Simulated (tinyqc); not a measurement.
## Semiconductor laser, carrier and photon rate equations: effect of the confinement factor on threshold and bandwidth

Carrier density N and photon density S in one mode: dN/dt = F1 = eta I/(q V) - (A N + B N^2 + C N^3) - vg g S; dS/dt = F2 = G vg g S + G be B N^2 - S/tp, with g = g0 ln(N/Ntr)/(1 + ec S). Output power P = Fo Eph S V/(G tp). No heating, no carrier transport.

gth = 1/(G vg tp), Nth = Ntr exp(gth/g0), Ith = q V (A Nth + B Nth^2 + C Nth^3)/eta. N and S are the steady state (F1 = F2 = 0, S > 0). Jacobian, with a = g0/(N (1 + ec S)) and d = g/(1 + ec S): J11 = -(A + 2 B N + 3 C N^2) - vg a S, J12 = -vg d, J21 = G vg a S + 2 G be B N, J22 = G vg d - 1/tp. wR^2 = det J, gamma = -trace J, fR = wR/(2 pi); the response wR^2/(wR^2 - w^2 + i gamma w) falls to 1/sqrt(2) at w^2 = x + sqrt(x^2 + wR^4), x = wR^2 - gamma^2/2 (f3dB = w/(2 pi)).

Values chosen for this exercise: active volume V = 2.7e-11 cm^3; group velocity vg = 7.27e9 cm/s; gain coefficient g0 = 1400 1/cm; transparency density Ntr = 2e18 cm^-3; gain compression ec = 1.4e-17 cm^3; photon lifetime tp = 3.9 ps; defect recombination coefficient A = 1.4e8 1/s; radiative coefficient B = 1.2e-10 cm^3/s; Auger coefficient C = 1.3e-29 cm^6/s; share of spontaneous emission into the mode be = 5.8e-5; injection efficiency eta = 0.92; share of cavity losses that is output Fo = 0.62; photon energy Eph = 1.27 eV; drive current I = 15 mA.

Constants: q = 1.602176634e-19 C. Results are converted to the units shown.

Result of one run:
```
G,Ith (mA),P (mW),fR (GHz),gamma (1/ns),f3dB (GHz)
0.056,9.4999,3.9631,2.3149,3.0231,3.5694
```

What becomes of these results when the confinement factor G is changed from 0.056 to 0.2, all else the same?

Result of the changed run:
```
G,Ith (mA),P (mW),fR (GHz),gamma (1/ns),f3dB (GHz)
0.2,5.1105,7.1444,6.8266,13.789,10.413
```

The whole series:
```
G,Ith (mA),P (mW),fR (GHz),gamma (1/ns),f3dB (GHz)
0.043,12.486,1.8101,1.2848,2.1219,1.9718
0.056,9.4999,3.9631,2.3149,3.0231,3.5694
0.072,7.8092,5.1864,3.1503,4.1941,4.8559
0.092,6.7460,5.9570,3.9569,5.6852,6.0912
0.12,5.9767,6.5152,4.8687,7.7892,7.4780
0.15,5.5247,6.8435,5.6850,10.046,8.7094
0.2,5.1105,7.1444,6.8266,13.789,10.413
```

As G goes from 0.043 to 0.2, Ith falls from 12.5 to 5.11 mA, fR rises from 1.28 to 6.83 GHz, gamma rises from 2.12 to 13.8 1/ns and f3dB rises from 1.97 to 10.4 GHz.

Numbers from tinyqc (`OMP_NUM_THREADS=1 python tinyqc.py 2840019 2840020 out.jsonl`; about 0.01 s on one thread of a shared Intel Xeon 2.30GHz).
